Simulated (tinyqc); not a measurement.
FinFET, parasitic resistance, capacitance and delay: one step of the calculation.

Nf fins under one contact; each has gated perimeter p = 2 Hf + Wf and cross-section A = Hf Wf; contact width Wc = Nf pf, stack height Hs = Hf. Contact length Lc = CPP - Lg - 2 Lsp, shared by two neighbouring gates. Source and drain sides are equal. The formulas are first-order estimates, not field solutions.

Problem. Geometry and resistances. Epitaxy sheet resistance Rsh = re/te, transfer length LT = sqrt(rc/Rsh), contact Rc = [sqrt(rc Rsh)/Wc] coth(Lc/(2 LT)); extension of one fin Rx = rx Lsp/A. Effective width N p; for equal currents one side has Rc + Rx/N.

Values chosen for this exercise; values close to those of silicon logic devices:

| symbol | value | unit | meaning |
|---|---|---|---|
| Nf | 2 |  | number of fins |
| Hf | 60 | nm | fin height |
| Wf | 8 | nm | fin width |
| pf | 24 | nm | fin pitch |
| CPP | 42 | nm | contacted gate pitch |
| Lg | 20 | nm | gate length |
| Lsp | 6 | nm | spacer length |
| rc | 1.2e-9 | ohm cm^2 | contact resistivity |
| re | 0.00045 | ohm cm | resistivity of the source-drain epitaxy |
| te | 30 | nm | current-carrying depth of the epitaxy |
| rx | 0.0013 | ohm cm | resistivity of the extension |

Find: Lc; effective width; Rsh; LT; Rc; Rx; one side times effective width.

Solution.

Lc = 10.00 nm
effective width = 256.0 nm
Rsh = 150.0 ohm
LT = 28.28 nm
Rc = 505.2 ohm
Rx = 162.5 ohm
one side times effective width = 150.1 ohm um

tinyqc, about 0.03 s, one thread, Intel Xeon 2.30GHz (shared host): `OMP_NUM_THREADS=1 python tinyqc.py 2170077 2170078 out.jsonl`
